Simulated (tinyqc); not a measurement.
# Nanowire ballistic transistor, top-of-the-barrier model: effect of the temperature

At the top of the source barrier, states moving towards the drain are filled by the source (Fermi level 0) and states moving back by the drain (Fermi level -q Vd); nothing scatters. U is the shift of the band edge there, set by the capacitances CG, CD and CS (the total) and by the charge. Parabolic one-dimensional subbands; the source is grounded.

N0 = gv sqrt(2 m kB T/pi)/hbar, CG = 2 pi eps0 eox/ln(1 + 2 tox/d), CS = CG/aG, n0 = n at U = 0 and Vd = 0. eta1 = -(E0 + U)/Vt, eta2 = eta1 - Vd/Vt, n = (N0/2)[F_(-1/2)(eta1) + F_(-1/2)(eta2)], F_(-1/2)(x) = (1/sqrt(pi)) int_0^infinity u^(-1/2)/(1 + exp(u - x)) du. Each F is summed over the two subbands, F(eta) + F(eta - dE/Vt), which share the mass. U = UL + q (n - n0)/CS with UL = -(aG Vg + aD Vd), energies in eV. I = gv (2 q^2/h) Vt [ln(1 + exp eta1) - ln(1 + exp eta2)], summed over both subbands. CQ = (q/Vt) dn/d(eta1). E0 is held fixed.

Values chosen for this exercise; mass and valleys close to those of gallium nitride: effective mass m = 0.194 m0; valley degeneracy gv = 1; relative permittivity of the gate insulator eox = 16; insulator thickness tox = 2.5 nm; wire diameter d = 8 nm; offset of a second subband (0: none) dE = 0.08 eV; gate control CG/CS aG = 0.86; drain control CD/CS aD = 0.035; band edge at the barrier top above the source Fermi level at zero bias E0 = 0.21 eV; gate voltage Vg = 0.6 V; drain voltage Vd = 0.6 V.

Constants: q = 1.602176634e-19 C, kB = 1.380649e-23 J/K, hbar = 1.054571817e-34 J s, h = 6.62607015e-34 J s, m0 = 9.1093837015e-31 kg, Vt = kB T/q, eps0 = 8.8541878128e-14 F/cm where lengths are in cm. Results are converted to the units shown.

Results:
```
T (K),eta1,n (cm^-1),I (uA),mean velocity I/(q n) (cm/s),CQ/CS
50,63.80,6.936e6,36.40,3.275e7,0.1127
77,41.43,6.934e6,36.40,3.276e7,0.1127
120,26.58,6.931e6,36.40,3.278e7,0.1129
180,17.73,6.924e6,36.41,3.282e7,0.1133
300,10.64,6.901e6,36.44,3.296e7,0.1149
360,8.874,6.884e6,36.47,3.306e7,0.1160
420,7.612,6.863e6,36.50,3.320e7,0.1174
```

Estimate the missing row, T = 240 K.

Computed row:
```
T (K),eta1,n (cm^-1),I (uA),mean velocity I/(q n) (cm/s),CQ/CS
240,13.30,6.914e6,36.42,3.288e7,0.1140
```

With this row back in the table: As T goes from 50 to 420 K, n falls from 6.94e6 to 6.86e6 cm^-1, the mean velocity rises from 3.28e7 to 3.32e7 cm/s and the current stays near 36.4 uA. CQ/CS goes from 0.11 to 0.12.

tinyqc, about 0.06 s, one thread, Intel Xeon 2.30GHz (shared host): `OMP_NUM_THREADS=1 python tinyqc.py 2400024 2400025 out.jsonl`
